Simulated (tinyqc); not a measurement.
# Polarisation charge from two barrier thicknesses

Problem. Voff = phiB - dEc - q sigma d/(eps0 eb). Find sigma, phiB - dEc and the thickness at which Voff = 0.

Constants: q = 1.602176634e-19 C, eps0 = 8.8541878128e-14 F/cm where lengths are in cm. Results are converted to the units shown.

Voff at d = 13 and 35 nm (V): [-1.1311699, -4.3654575]
eb = 9.215

Answer. Voff is a straight line in d: its slope is -q sigma/(eps0 eb) and its intercept phiB - dEc.

sigma = 7.49e12 cm^-2
phiB - dEc = 0.780 V
thickness for Voff = 0 = 5.31 nm

Computed by the program tinyqc: `OMP_NUM_THREADS=1 python tinyqc.py 2180173 2180174 out.jsonl`, one thread of a shared Intel Xeon 2.30GHz, about 0.01 s for the whole run.
